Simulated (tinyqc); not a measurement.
Avalanche multiplication and breakdown of a junction from ionisation integrals: one step, computed by the program tinyqc. Command: `OMP_NUM_THREADS=1 python tinyqc.py 3005276 3005277 out.jsonl impact walk`. One thread of a shared host (Intel(R) Xeon(R) Processor @ 2.30GHz), about 0.01 s of CPU time with the checks.

Ionisation coefficients follow the local field. Position x runs through the depletion layer from the p side (x = 0), where electrons enter, to the n side (x = w), where holes enter. The built-in voltage is neglected.

Question. On-resistance of the drift layer. R_on = w/(e mu N) with w the width at breakdown; figure of merit V_B^2/R_on; for a triangular field it equals eps eps_0 mu F_m^3/4.

Inputs (values chosen for the exercise, modelled on silicon): permittivity eps = 11.7; drift-layer mobility mu = 1400 cm^2/(V s); doping N of the lightly doped side = 2.5e+16 1/cm^3.

Junction: punch-through p+ n- n+.

width at breakdown = 0.11 micrometre

breakdown voltage = 7.372911 V

critical field F_m = 0.6915303 MV/cm

Constants: e = 1.602176634e-19 C; eps_0 = 8.8541878128e-12 F/m.

Give: specific on-resistance; V_B^2/R_on; eps eps_0 mu F_m^3/4.

Answer.

specific on-resistance = 0.0019616 milliohm cm^2

V_B^2/R_on = 27.712 MW/cm^2

eps eps_0 mu F_m^3/4 = 119.90 MW/cm^2

The punch-through design reaches 0.231 times the triangular value at the same peak field; at fixed F_m the best ratio is 32/27 = 1.185. Caution: in a layer this thin the dead space before a carrier can ionise, and tunnelling, make the local model unreliable.
